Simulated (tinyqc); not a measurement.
Convergence with the mesh: density of states of one tight-binding band on the square lattice.

E(k) = -2 t (c1 + c2) - 4 t2 c1 c2 with ci = cos(2 pi ki); k in fractions of the reciprocal vectors, mesh k_i = j/N with j = 0 .. N-1. Densities are per cell and per spin, so the band holds one state.

Each square of the mesh is cut along (i, j)-(i+1, j+1) into two triangles. For corner energies e1 <= e2 <= e3 and eij = ei - ej, the share of the triangle below E is n = (E - e1)^2/(e21 e31) for e1 < E < e2 and n = 1 - (e3 - E)^2/(e31 e32) for e2 < E < e3; its density of states is g = dn/dE.

Gaussian broadening: g(E) = mean over the mesh of exp(-(E - E_k)^2/(2 sigma^2))/(sigma sqrt(2 pi)), n(E) = mean of erfc((E_k - E)/(sigma sqrt 2))/2.

Parameters, chosen for this exercise:
- t = 1.32 eV (nearest hopping)
- t2 = -0.17 eV (second hopping)
- E = -2.73 eV (energy at which the density is wanted)
- sigma = 0.396 eV (Gaussian width)

At the energy E; the plain count is the share of mesh points below E; the reference is the linear method with N = 240.

Results:
```
N   points  g linear  n linear  g Gaussian  n Gaussian  n plain count
4       16    0.1127    0.1054      0.2454      0.1650         0.0625
6       36    0.1061    0.1453      0.1021      0.1663         0.1389
8       64    0.1018    0.1528      0.0889      0.1651         0.1406
12     144    0.1019    0.1612      0.1020      0.1674         0.1458
16     256    0.1018    0.1640      0.1017      0.1687         0.1445
24     576    0.1006    0.1659      0.1014      0.1687         0.1684
48    2304    0.1008    0.1671      0.1014      0.1687         0.1636
```

reference n and g: 0.1674  0.1006

What does the comparison show?

The linear n(E) stays within 0.002 of the reference from N = 24 on. The Gaussian g stays within 1 % of its last value from N = 12 on; it tends to the broadened curve, not the true one. At the last mesh it lies +0.001 1/eV from the reference g and the linear g 0.000. The plain count errs by -0.0038 at the last mesh.

(tinyqc, `OMP_NUM_THREADS=1 python tinyqc.py 1650086 1650087 out.jsonl`, Intel(R) Xeon(R) Processor @ 2.30GHz, 1 thread, shared host, about 0.09 s.)
